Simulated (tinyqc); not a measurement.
Rate against temperature: collinear exchange A + BC -> AB + C on a London-Eyring-Polanyi-Sato surface: saddle, string of images and rate. Computed by tinyqc, a small Python program. Command: `OMP_NUM_THREADS=1 python tinyqc.py 3113561 3113562 out.jsonl leps walk`. One thread of a shared host (Intel(R) Xeon(R) Processor @ 2.30GHz), about 0.04 s of CPU time with the checks.

x = r(AB), y = r(BC), r(AC) = x + y. V is counted from separated atoms, the barrier from A + BC, that is V + D(BC).

Inputs (values chosen for the exercise, bond data loosely for abstraction of hydrogen from a Ge-H bond by a hydrogen atom; the barrier is not fitted):
```
quantity            value           unit
D(AB)                4.73             eV
r0(AB)              0.742       angstrom
beta(AB)             1.94     1/angstrom
D(BC)                3.63             eV
r0(BC)               1.53       angstrom
beta(BC)             1.45     1/angstrom
D(AC)                 3.6             eV
r0(AC)               1.53       angstrom
beta(AC)             1.45     1/angstrom
Sato parameter S    0.041              -
mass of A           1.008              u
mass of B           1.008              u
mass of C            72.6              u
temperature T         900              K
step of the string   0.02  angstrom^2/eV
```

Constants: nu for 1 eV/(angstrom^2 u) = 15.6333042 THz; h x 1 THz = 4.135667696 meV; k_B = 1.380649e-23 J/K; u = 1.6605390666e-27 kg; k_B = 8.617333262e-05 eV/K.

Method:
- For each pair, with u = exp(-beta (r - r0)): Q = D [(3 + S) u^2 - (2 + 6 S) u]/(4 (1 + S)), J = D [(1 + 3 S) u^2 - (6 + 2 S) u]/(4 (1 + S)); V = Q1 + Q2 + Q3 - sqrt(((J1 - J2)^2 + (J2 - J3)^2 + (J3 - J1)^2)/2).
- String of 9 images between the fixed ends (r0(AB) + 2, r0(BC)) and (r0(AB), r0(BC) + 2), started on the two straight legs through (r0(AB) + 0.3, r0(BC) + 0.3): each iteration moves the inner images by -step x gradient (central differences) and spaces them evenly again along the broken line (coordinates are kept between 0.2 and 8 angstrom); stop when no coordinate changes by more than 1e-5 angstrom, at most 400 iterations.
- From the highest inner image, z -> z - H^-1 g with gradient g and Hessian H by central differences, steps capped at 0.15 angstrom, 12 steps.
- Wilson matrix G = [[1/m_A + 1/m_B, -1/m_B], [-1/m_B, 1/m_B + 1/m_C]]; eigenvalues lambda of G H give nu = 15.6333042 THz x sqrt(|lambda|), the negative one being imaginary. Reactant: nu_BC from k = 2 D beta^2 and 1/m_B + 1/m_C. Skew angle: cos = sqrt(m_A m_C/((m_A + m_B)(m_B + m_C))).
- One-dimensional rate constant without tunnelling, k = sqrt(k_B T/(2 pi mu)) [sinh(h nu_BC/(2 k_B T))/sinh(h nu_s/(2 k_B T))] exp(-barrier/(k_B T)) with mu = m_A (m_B + m_C)/(m_A + m_B + m_C); Wigner factor 1 + (h nu_i/(k_B T))^2/24; adiabatic barrier = barrier + h (nu_s - nu_BC)/2.

nu_BC = 61.2563 THz

real frequency at the saddle = 28.7042 THz

barrier = 0.524734 eV

imaginary frequency = 64.1428 THz

adiabatic barrier = 0.457422 eV

Rates; the last column is k_B T^2 d ln k/dT:
```
T (K)    k (cm/s)  Wigner factor  activation energy (eV)
300    1.3203e-03         5.3872                 0.47155
400    1.2991e-01         3.4678                 0.47841
550    5.9663e+00         2.3053                 0.49047
750    9.8290e+01         1.7020                 0.50711
1000   7.2337e+02         1.3948                 0.52640
1400   4.3155e+03         1.2015                 0.55325
2000   1.7757e+04         1.0987                 0.58770
```

What does the comparison show, and why?

The activation energy goes from 0.472 eV at 300 K, near the adiabatic barrier plus k_B T/2 (0.470), to 0.588 eV at 2000 K; the classical limit is the barrier plus k_B T/2 (0.611).

Extremes, crossings and ranges named in words are read from the listed rows.
